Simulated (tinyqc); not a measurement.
# Changing the roughness sigma

Model: sputter depth profiling of a dopant layer: erosion rate, quantification and the mixing-roughness response. Computed by tinyqc, a small Python program. Command: `OMP_NUM_THREADS=1 python tinyqc.py 3019716 3019717 out.jsonl sims sweep`. One thread of a shared host (Intel(R) Xeon(R) Processor @ 2.30GHz), about 0.05 s of CPU time with the checks.

A rastered ion beam erodes silicon (49.94 atoms per nm^3). The measured profile is the true one convolved with a depth response.

Inputs (values chosen for the exercise, modelled on a dopant in silicon under an oxygen or caesium beam):
```
quantity,value,unit
beam energy E,1.5,keV
beam current,420,nA
raster side,400,um
sputter yield at 1 keV,1.3,-
mixing length at 1 keV,1.6,nm
depth of the layer z0,37,nm
sheet density Q,2.8e+12,1/cm^2
relative sensitivity factor RSF,4.8e+20,1/cm^3
matrix count rate,3.8e+06,1/s
background count rate,4.3,1/s
counting time per point,0.5,s
level that defines the junction C_B,5e+16,1/cm^3
```

True profile: delta layer.

Constants: e = 1.602176634e-19 C.

Method:
- Scaling chosen for the exercise: yield Y = Y1 E^0.5, mixing length w = w1 E^0.5 (E in keV).
- Erosion rate = Y I/(e x raster^2 x density); depth step = rate x counting time; concentration = RSF x counts/matrix counts; detection limit = RSF x 3 sqrt(background x time)/(matrix rate x time).
- Mixing alone turns a layer at z0 into (1/w) exp(-(z - z0 + w)/w) for z > z0 - w; roughness adds a Gaussian of width sigma. With x = z - z0 + w: g(x) = (1/(2w)) exp(sigma^2/(2 w^2) - x/w) erfc((sigma/w - x/sigma)/sqrt2), and its integral G(x) = (1/2) erfc(-x/(sigma sqrt2)) - w g(x). Measured: Q g(x), 1 nm = 1e-7 cm.
- Find the maximum, the full width at half maximum and the deep point where the profile falls to C_B; far down, the trailing edge decays by w ln(10) per decade.
- Convolution adds means and variances: the response has mean 0 (shift -w plus exponential mean w) and variance w^2 + sigma^2; a delta layer adds none.

One run for each value:
```
roughness sigma (nm),full width at half maximum (nm),peak concentration (1/cm^3),maximum minus centroid (nm),apparent junction depth (nm)
0.15,1.733,1.1968e+19,-1.6728,46.128
0.24,1.930,1.1020e+19,-1.5522,46.137
0.38,2.229,9.8433e+18,-1.3975,46.159
0.61,2.717,8.3957e+18,-1.1978,46.217
0.98,3.514,6.7903e+18,-0.9621,46.367
1.60,4.873,5.1205e+18,-0.6997,46.775
2.50,6.860,3.7430e+18,-0.4718,47.717
4.00,10.210,2.5554e+18,-0.2743,50.121
```

Over the rows, full width at half maximum (nm) rises from 1.73 to 10.2 (exponent d ln y / d ln x 0.23 between the first rows and 0.85 between the last); peak concentration (1/cm^3) falls from 1.20e19 to 2.56e18 (exponent d ln y / d ln x -0.18 between the first rows and -0.81 between the last); maximum minus centroid (nm) rises from -1.67 to -0.274 (exponent d ln y / d ln x -0.16 between the first rows and -1.2 between the last). Roughness broadens both edges and makes the response more symmetric; far down the tail the slope stays w ln(10).

Extremes, crossings and ranges named in words are read from the listed rows.
